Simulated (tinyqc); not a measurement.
## p-type polysilicon, carrier trapping at grain boundaries: effect of the temperature

One-dimensional grains of size Lg, uniform ionised doping N, monovalent traps Qt at each boundary at a depth Et below (for electrons) or above (for holes) the band edge there, abrupt depletion of width W on each side of a boundary, Boltzmann statistics. xi is the distance from the band edge at the grain centre to the Fermi level. Trapped charge Qt/(1 + exp((xi + VB - Et)/Vt)) = 2 N W, barrier VB = q N W^2/(2 eps0 eps_r).

NB is given at 300 K and scales as (T/300 K)^1.5. If the trap equation with xi = Vt ln(NB/N) has a root W < Lg/2, the grain is partly depleted; otherwise W = Lg/2 and the trap equation gives xi = Et - VB + Vt ln(Qt/(N Lg) - 1). N* = Qt/Lg. n0 = NB exp(-xi/Vt); mean density n0 (1 - 2 W/Lg) by charge balance in a partly depleted grain, and n0 (sqrt(pi)/2) erf(u)/u with u = sqrt(VB/Vt) in a fully depleted one; v = sqrt(kB T/(2 pi ms m0)); barrier resistivity Vt exp(VB/Vt)/(q fe n0 v Lg); grain resistivity (1 - 2 W/Lg)/(q n0 mug); effective mobility 1/(q mean density total resistivity). Rows with xi above 0.45 V, towards mid-gap, are left out, since the other carrier type is ignored.

Inputs (values chosen for the exercise); values of the order met in polycrystalline silicon: relative permittivity eps_r = 11.7; valence-band density of states at the reference temperature NB = 2.65e19 cm^-3; grain size Lg = 78 nm; trap density of a grain boundary Qt = 4.6e12 cm^-2; depth of the trap level from the majority band edge at the boundary Et = 0.46 eV; mass for thermionic emission ms = 0.38 m0; correction factor of the emission rate fe = 0.12; mobility inside the grains mug = 41 cm^2/(V s); doping N = 3.4e18 cm^-3.

Constants: q = 1.602176634e-19 C, kB = 1.380649e-23 J/K, m0 = 9.1093837015e-31 kg, Vt = kB T/q, eps0 = 8.8541878128e-14 F/cm where lengths are in cm. Results are converted to the units shown.

The same in every row: N/N* = 5.765.

Results:
```
T (K)  depleted share 2 W/Lg  VB (V)   xi (V)  mean density (cm^-3)  resistivity (ohm cm)  effective mobility (cm^2/(V s))
200                   0.1735  0.1203  0.02491              2.810e18                 10.24                           0.2168
240                   0.1735  0.1203  0.03554              2.810e18                 3.530                           0.6291
320                   0.1734  0.1203  0.05929              2.810e18                0.9787                            2.269
360                   0.1734  0.1203  0.07218              2.810e18                0.6515                            3.409
400                   0.1733  0.1202  0.08565              2.811e18                0.4752                            4.673
440                   0.1731  0.1199  0.09964              2.811e18                0.3694                            6.011
```

Estimate the missing row, T = 280 K.

Computed row:
```
T (K)  depleted share 2 W/Lg  VB (V)   xi (V)  mean density (cm^-3)  resistivity (ohm cm)  effective mobility (cm^2/(V s))
280                   0.1735  0.1203  0.04705              2.810e18                 1.680                            1.322
```

With this row back in the table: As T goes from 200 to 440, VB stays near 0.120 V, the resistivity falls from 10.2 to 0.369 ohm cm and the effective mobility rises from 0.217 to 6.01 cm^2/(V s). The activation energy kB ln(rho1/rho2)/(1/T1 - 1/T2) is 0.110 eV between the first two rows and 0.0955 eV between the last two; mug is held fixed. For T = 200, 240, 280, 320, 360, 400 xi is under 2.5 Vt, where Boltzmann statistics begin to fail.

Program tinyqc, `OMP_NUM_THREADS=1 python tinyqc.py 2830019 2830020 out.jsonl`; Intel Xeon 2.30GHz, shared host, one thread, about 0.01 s.
